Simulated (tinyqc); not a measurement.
Temperature and repopulation: deformation-potential model of the X valleys of a conduction band.

Valleys with axes along x, y and z, one whole valley each. Herring-Vogt shift of a valley with unit axis a: dE = Xd tr(e) + Xu a.e.a. Non-degenerate shares n_i = exp(-dE_i/kT)/sum_j exp(-dE_j/kT). Inverse mass tensor of a valley: (1 - a a)/mt + a a/ml; the masses are taken as independent of strain.

s11 = (C11 + C12)/((C11 - C12)(C11 + 2 C12)), s12 = -C12/((C11 - C12)(C11 + 2 C12)), s44 = 1/C44; exx = s11 sxx + s12 (syy + szz) and cyclic, exy = s44 sxy/2; tension is positive. A uniaxial stress X along the unit vector n is s_ij = X n_i n_j.

Constants: kB = 8.617333262e-05 eV/K.

Inputs chosen for the exercise (near those of AlAs; not measured data): ml = 1.143 m0 (longitudinal mass); mt = 0.206 m0 (transverse mass); Xd = 0.98 eV (dilation potential); Xu = 5.84 eV (uniaxial potential); C11 = 127.4 GPa; C12 = 51.9 GPa; C44 = 53.8 GPa; load = uniaxial [001] (kind of stress); X = 0.6 GPa (stress).

The load is fixed; m_c along [1-10] as 1/(u.M.u).

Results:

| T (K) | kT (meV) | n x | n y | n z | m_c (m0) |
|---|---|---|---|---|---|
| 50 | 4.31 | 0.500 | 0.500 | 0.000 | 0.3491 |
| 77 | 6.64 | 0.500 | 0.500 | 0.000 | 0.3490 |
| 150 | 12.93 | 0.493 | 0.493 | 0.014 | 0.3458 |
| 225 | 19.39 | 0.478 | 0.478 | 0.044 | 0.3388 |
| 300 | 25.85 | 0.462 | 0.462 | 0.077 | 0.3314 |
| 400 | 34.47 | 0.442 | 0.442 | 0.115 | 0.3232 |
| 500 | 43.09 | 0.427 | 0.427 | 0.146 | 0.3170 |

How do the results move, and what explains it?

The largest share falls from 0.500 at 50 K to 0.427 at 500 K (equal shares: 0.333); m_c goes from 0.3491 to 0.3170, against 0.2835 without stress. Only spread/kT enters, so the small-stress response goes as 1/T.

Run: tinyqc, `OMP_NUM_THREADS=1 python tinyqc.py 1050015 1050016 out.jsonl`; Intel(R) Xeon(R) Processor @ 2.30GHz, one thread, shared host; about 0.01 s of CPU time with all checks.
